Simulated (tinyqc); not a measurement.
Lattice vibrations of a chain, step by step. One step of it, computed by the program tinyqc.

Question. Frequencies. omega^2 are the eigenvalues; wavenumber = 521.4708 sqrt(eigenvalue) 1/cm.

D(q) (eV/(angstrom^2 u)):
```
,1,2
1,0.423077,0.038090+0.050667i
2,0.038090-0.050667i,0.187713
```

Give: eigenvalues; wavenumbers; weights |e|^2 of the mass-weighted modes.

Answer.

eigenvalues: 0.1717  0.4391

wavenumbers (1/cm): 216.1  345.5

weights |e|^2 of the mass-weighted modes:
```
,mode 1,mode 2
atom 1,0.0598,0.9402
atom 2,0.9402,0.0598
```
